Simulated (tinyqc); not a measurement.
UHF in the 3-21g basis, for HeH+, spin multiplicity 1, step by step. One step of it, computed by the program tinyqc.

Question. Iteration 2: DIIS coefficients. Solve [B -1; -1 0][c; lambda] = [0; -1] for the coefficients, which sum to one.

B (overlaps of the stored error matrices):
$$\begin{pmatrix}
5.8423046e-01 & 1.7425222e-01 \\
1.7425222e-01 & 6.8614391e-02
\end{pmatrix}$$

Give: DIIS coefficients.

Answer.

DIIS coefficients: [-0.3471, 1.3471]
